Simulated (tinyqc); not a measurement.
Drifting, spreading and decaying minority pulse (Haynes-Shockley), explicit time steps: two steps of the calculation.

Low injection in a uniform field: dn/dt = D d2n/dx2 - v dn/dx - n/tau with D = mu Vt and v = mu F towards +x. Exact solution on an infinite bar for a Gaussian start at x0: n = N0 exp(-t/tau) exp(-(x - x0 - v t)^2/(2 s^2))/sqrt(2 pi s^2), s^2 = s0^2 + 2 D t.

Inputs (values chosen for the exercise); mobility close to that of silicon at room temperature: temperature T = 300 K; minority-carrier mobility mu = 467 cm^2/(V s); sweep field along the drift F = 31 V/cm; mesh step hx = 14 um; lifetime tau = 2.4e-6 s; time step dt = 3.9e-8 s.

Constants: q = 1.602176634e-19 C, kB = 1.380649e-23 J/K, Vt = kB T/q. Results are converted to the units shown.

Task 1. Coefficients of the scheme. Exponentially fitted fluxes: d = F hx/Vt, B(d) = d/(exp(d) - 1), k = D dt/hx^2; (L n)_i = a n_(i-1) + b n_i + c n_(i+1) with a = k B(-d), c = k B(d), b = -a - c - dt/tau. Explicit steps keep n positive for dt up to 1/[(D/hx^2)(B(d) + B(-d)) + 1/tau].

Find: D; v; d; a; b; c; positivity limit of dt.

Result 1.

D = 12.07 cm^2/s
v = 1.448e4 cm/s
d = 1.679
a = 0.4958
b = -0.6046
c = 0.09252
positivity limit of dt = 6.451e-8 s

Task 2. Densities after a time step. (L n)_i = a n_(i-1) + b n_i + c n_(i+1), n = 0 beyond the ends. Explicit step: n(new) = n + L n.

a = 0.49580520
b = -0.60457255
c = 0.092517347
n at t = 1 dt, node 1 to 11 (in units of 1e11 cm^-3): 0.1918781  1.1085711  3.4720120  6.1917147  6.1262526  3.1263201  0.7561033  0.0814722  0.0037804  0.0000743  0.0000006

Find: n at t = 2 dt.

Result 2.

n at t = 2 dt, node 1 to 11 (in units of 1e11 cm^-3): 0.178  0.855  2.495  4.737  5.782  4.344  1.857  0.407  0.042  0.002  0.000

Numbers from tinyqc (`OMP_NUM_THREADS=1 python tinyqc.py 2310024 2310025 out.jsonl`; about 0.01 s on one thread of a shared Intel Xeon 2.30GHz).
